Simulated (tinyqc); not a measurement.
Capacitance measurement on a leaky thin oxide: effects of series resistance and leakage: two steps of the calculation.

The device is a capacitance C in parallel with a leakage conductance G, in series with Rs and Ls. An impedance meter reports either a parallel pair (Cp, Gp) from Y = 1/Z = Gp + i w Cp or a series pair (Cs, Rm) from Z = Rm + 1/(i w Cs); w = 2 pi f, dissipation D = Gp/(w |Cp|).

Values chosen for this exercise; values of the order met in thin-oxide MOS capacitors: relative permittivity of the gate insulator (close to silicon dioxide) eox = 3.9; insulator thickness tox = 1 nm; gate area A = 400 um^2; oxide-equivalent thickness added by the accumulation layer zc = 0.42 nm; oxide-equivalent thickness added by gate depletion zp = 0 nm; gate leakage current density, not matched to the thickness Jg = 1.1 A/cm^2; voltage for an e-fold rise of the leakage Vs = 0.2 V; series resistance Rs = 34 ohm; series inductance Ls = 0 nH; measuring frequency f = 50000 Hz.

Constants: eps0 = 8.8541878128e-14 F/cm where lengths are in cm. Results are converted to the units shown.

Question 1. True capacitance and conductance. EOT = 3.9 tox/eox; CET = EOT + zc + zp; C = 3.9 eps0 A/CET; G = Jg A/Vs.

Give: EOT; CET; C; G.

Answer 1.

EOT = 1.0000 nm
CET = 1.4200 nm
C = 9.7271 pF
G = 22.000 uS

Question 2. What the meter reports. Z = Rs + i w Ls + 1/(G + i w C).

C = 9.7271359 pF
G = 22 uS

Give: Z; Cp; Gp; Cs; D.

Answer 2.

Z = (4.4628-0.6194i) x 1e4 ohm
Cp = 9.7126 pF
Gp = 21.984 uS
Cs = 513.88 pF
D = 7.2047

Cp is 0.15 % below C and Cs is 52.8 times it; G Rs = 7.48e-4, w C Rs = 1.04e-4 and G/(w C) = 7.20.

Program tinyqc, `OMP_NUM_THREADS=1 python tinyqc.py 2022032 2022033 out.jsonl`; Intel Xeon 2.30GHz, shared host, one thread, about 0.01 s.
